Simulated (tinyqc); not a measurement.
Electron-beam lithography: double-Gaussian proximity function, edge placement and dose correction for parallel lines: one step, computed by the program tinyqc.

Lines are infinitely long. Absorbed energy is counted so that the middle of a very large area written at dose 1 receives 1; the resist develops where it exceeds 1/2.

Question. Dose to size and latitude. A test line of width w << beta in surroundings of density rho, all at dose d: near its edge E(x) = d [S + eta rho]/(1 + eta), S = [erf((b - x)/alpha) - erf((a - x)/alpha)]/2 for edges a and b, the second term being the background energy. Dose to size d_s = (1 + eta)/(erf(w/alpha) + 2 eta rho), dose = d_s D0; edge slope d [1 - exp(-w^2/alpha^2)]/(sqrt(pi) alpha (1 + eta)); width change per 1 % of dose = 2 x 0.01 x (1/2)/slope.

Inputs (values chosen for the exercise, of the order of those for 10 keV electrons in resist on silicon):
```
quantity,value,unit
forward range alpha,0.023,micrometre
backscatter ratio eta,0.46,-
base dose D0,42,microcoulomb/cm^2
width of the test line,0.21,micrometre
pattern density around the test line,0.26,-
```

Give: dose to size d_s; dose; edge slope; width change per 1 % of dose; background energy.

Answer.

dose to size d_s = 1.178

dose = 49.48 microcoulomb/cm^2

edge slope = 0.01980 1/nm

width change per 1 % of dose = 0.5052 nm

background energy = 0.09651

The background supplies 19 % of the threshold.
